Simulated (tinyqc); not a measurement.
Short-channel transistor, virtual-source model with series resistance: two steps of the calculation.

The current per gate width is the charge at the top of the source barrier (the virtual source) times its velocity times a saturation function; al and be are fitting constants of the model. Units: I in uA/um, Rs in ohm um, so I Rs = 1e-6 I Rs in volts; Q in uC/cm^2, so I = 1e-4 Q vx0 Fsat with vx0 in cm/s.

Inputs (values chosen for the exercise):
- T = 325 K (temperature)
- Cinv = 2.05 uF/cm^2 (inversion capacitance)
- vx0 = 1.8e7 cm/s (velocity at the virtual source)
- mu = 150 cm^2/(V s) (apparent mobility)
- L = 12 nm (channel length)
- VT0 = 0.336 V (threshold at zero drain voltage)
- dl = 0.141 V/V (drain-induced barrier lowering)
- n0 = 1.26 (subthreshold factor)
- nd = 0.1 1/V (growth of n with drain voltage)
- al = 3.5 (threshold shift (in units of Vt) from weak to strong inversion)
- be = 1.8 (sharpness of saturation)
- Rs = 50 ohm um (series resistance of each contact)
- Vgs = 0.5 V (gate voltage)
- Vds = 0.25 V (drain voltage)

Constants: q = 1.602176634e-19 C, kB = 1.380649e-23 J/K, Vt = kB T/q. Results are converted to the units shown.

Problem 1. Current through the series resistance. Intrinsic voltages Vg' = Vgs - I Rs, Vd' = Vds - 2 I Rs. n = n0 + nd Vd', VT = VT0 - dl Vd', Ff = 1/(1 + exp((Vg' - VT + al Vt/2)/(al Vt))), Q = Cinv n Vt ln(1 + exp((Vg' - VT + al Vt Ff)/(n Vt))), Vdsat = (vx0 L/mu)(1 - Ff) + Vt Ff, Fsat = u/(1 + u^be)^(1/be) with u = Vd'/Vdsat, and I(out) = Q vx0 Fsat per width. (Fsat takes the sign of u.) I(new) = I + 0.3 (I(out) - I).

I at the start = 0 uA/um

Find: Vg'; Vd'; VT; Ff; Q; Vdsat; Fsat; I(out); I after iteration 1.

Solution 1.

Vg' = 0.50000 V
Vd' = 0.25000 V
VT = 0.30075 V
Ff = 0.073597
Q = 0.42349 uC/cm^2
Vdsat = 0.13546 V
Fsat = 0.85281
I(out) = 650.08 uA/um
I after iteration 1 = 195.02 uA/um

Problem 2. What the series resistance costs. n = n0 + nd Vd', VT = VT0 - dl Vd', Ff = 1/(1 + exp((Vg' - VT + al Vt/2)/(al Vt))), Q = Cinv n Vt ln(1 + exp((Vg' - VT + al Vt Ff)/(n Vt))), Vdsat = (vx0 L/mu)(1 - Ff) + Vt Ff, Fsat = u/(1 + u^be)^(1/be) with u = Vd'/Vdsat, and I = Q vx0 Fsat per width. I0 is the current for Rs = 0. Effective velocity I/Q; transit time L Q/I.

converged I = 521.25546 uA/um
I0 = 650.07974 uA/um

Wanted: loss against I0; effective velocity; transit time.

Solution 2.

loss against I0 = 19.817 %
effective velocity = 1.4451e7 cm/s
transit time = 0.083039 ps

The carriers leave the virtual source at 80.3 % of vx0.

Numbers from tinyqc (`OMP_NUM_THREADS=1 python tinyqc.py 2380047 2380048 out.jsonl`; about 0.01 s on one thread of a shared Intel Xeon 2.30GHz).
